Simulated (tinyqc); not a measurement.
# Cell-based percolation model of oxide breakdown: effects of single changes

The oxide, of thickness n a, is cut into cubic cells. A cell is defective with the chance l = 1 - exp(-a^3 N), N = N1 (t/1 s)^al. A column of n defective cells breaks the oxide down, and the area holds M = A/a^2 independent columns: 1 - F = (1 - l^n)^M.

Inputs (values chosen for the exercise):
- a = 1.1 nm (edge of a cell)
- n = 2 (cells across the oxide)
- A = 0.039 um^2 (area)
- al = 0.94 (exponent of defect growth)
- N1 = 1.6e18 cm^-3 (defect density after 1 s)

Each table varies one quantity; the others keep the values above.

## Effect of the thickness

At F = 1 - 1/e: l_c = (1 - exp(-1/M))^(1/n), N_bd = -ln(1 - l_c)/a^3, t63 = (N_bd/N1)^(1/al). W = ln(-ln(1 - F)); for small l, W = ln M + n ln(a^3 N), so the Weibull slope is n al.

Results:
```
n       l_c  N_bd (cm^-3)  t63 (s)  slope at t63
1  3.103e-5      2.331e16  0.01112        0.9400
2  0.005570      4.197e18    2.789         1.875
4   0.07463      5.828e19    45.82         3.616
5    0.1254      1.007e20    81.97         4.392
6    0.1773      1.466e20    122.2         5.108
7    0.2270      1.934e20    164.2         5.769
8    0.2732      2.397e20    206.3         6.384
9    0.3156      2.849e20    247.8         6.957
```

Estimate the missing row, n = 3.

Computed row:
```
n      l_c  N_bd (cm^-3)  t63 (s)  slope at t63
3  0.03142      2.399e19    17.82         2.775
```

With this row back in the table: N_bd rises from 2.33e16 to 2.85e20 cm^-3 and the slope rises from 0.940 to 6.96, against n al = 0.940 to 8.46. A thin oxide needs few defects in a row, so it breaks at a lower density and with a wider spread; at n = 1 one defect suffices.

## Effect of the area

Same model as above.

Results:
```
A (um^2)       l_c  N_bd (cm^-3)   t63 (s)  slope at t63
0.0014     0.02939      2.241e19     16.58         1.853
0.38      0.001784      1.342e18    0.8293         1.878
6.4       4.348e-4      3.268e17    0.1845         1.880
110       1.049e-4      7.880e16   0.04064         1.880
1800      2.593e-5      1.948e16  0.009189         1.880
31000     6.248e-6      4.694e15  0.002022         1.880
5.1e5     1.540e-6      1.157e15  4.559e-4         1.880
8.6e6     3.751e-7      2.818e14  1.014e-4         1.880
```

Estimate the missing row, A = 0.023 um^2.

Computed row:
```
A (um^2)       l_c  N_bd (cm^-3)  t63 (s)  slope at t63
0.023     0.007253      5.469e18    3.697         1.873
```

With this row back in the table: t63 falls from 16.6 to 1.01e-4 s, as A^(-0.54) between the first two rows and A^(-0.53) between the last two, against -1/(n al) = -0.53; the slope at t63 rises from 1.85 to 1.88, nearer to n al where l_c is small.

Numbers from tinyqc (`OMP_NUM_THREADS=1 python tinyqc.py 2070128 2070129 out.jsonl`; about 0.01 s on one thread of a shared Intel Xeon 2.30GHz).
